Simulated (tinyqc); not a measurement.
Inside a calculation. Model: vertical double-diffused power MOSFET, components of the on-resistance.

Numbers from tinyqc (`OMP_NUM_THREADS=1 python tinyqc.py 2230004 2230005 out.jsonl`; about 0.01 s on one thread of a shared Intel Xeon 2.30GHz). Printed values are rounded.

Stripe cells of pitch Wp + a, two channels a cell. Current flows through the channels, spreads in the accumulation layer, passes the gap between the p bodies and spreads at 45 degrees into the drift layer below them. Low drain voltage, full ionisation.

Inputs (values chosen for the exercise); bulk values close to those of gallium nitride: temperature T = 300 K; relative permittivity eps_r = 9.14; critical-field constant Kc = 26200 V/cm per (cm^-3)^(1/8); rated breakdown voltage of the drift layer BV = 900 V; drift mobility at 300 K mud = 865 cm^2/(V s); temperature exponent of the drift mobility bt = 2.1; gate oxide thickness (eps_r 3.9) tox = 93 nm; gate overdrive Vov = 13 V; channel mobility mch = 18 cm^2/(V s); accumulation-layer mobility mac = 180 cm^2/(V s); channel length Lc = 1.3 um; width of the p body in one cell, channels included Wp = 5 um; gap between neighbouring p bodies a = 4.5 um; depth of the p body xp = 0.8 um; doping of the gap over the drift doping Nj = 3; built-in voltage of the body junction Vbi = 3.16 V; substrate and contact resistance Rs = 0.4 mohm cm^2.

Constants: q = 1.602176634e-19 C, eps0 = 8.8541878128e-14 F/cm where lengths are in cm. Results are converted to the units shown.

## Drift layer

Triangular field at breakdown with Ec = Kc N^(1/8): BV = eps0 eps_r Ec^2/(2 q N), so N = (eps0 eps_r Kc^2/(2 q BV))^(4/3); W = 2 BV/Ec; mu = mud (T/300 K)^(-bt); rho = 1/(q mu N); ideal resistance rho W.

N = 2.39673e16 cm^-3
Ec = 2.92249 MV/cm
W = 6.15912 um
mu = 865 cm^2/(V s)
rho = 0.301061 ohm cm
ideal resistance = 0.185427 mohm cm^2

## Components of the on-resistance

Pitch p = Wp + a, Cox = 3.9 eps0/tox; zero-bias depletion in the gap w0 = sqrt(2 eps0 eps_r Vbi/(q N Nj)), open gap g = a - 2 w0; R_ch = Lc p/(2 mch Cox Vov); R_acc = 0.6 a p/(4 mac Cox Vov), 0.6 being an empirical factor for current leaving the layer along its length; R_gap = (rho/Nj) xp p/g; spreading depth t = min(W, (p - g)/2); R_drift = (rho p/2) ln((g + 2 t)/g) + rho (W - t); R_on = the sum with Rs.

w0 = 0.210708 um
g = 4.07858 um
components (mohm cm^2): channel 7.10707, accumulation 0.738042, gap 0.0186998, drift 0.224734, substrate 0.4
R_on = 8.48855 mohm cm^2
shares (%): channel 83.7254, accumulation 8.6946, gap 0.2203, drift 2.6475, substrate 4.7122

The channel term is the largest. R_on is 45.8 times the ideal drift resistance, and spreading raises the drift term to 1.21 times it.
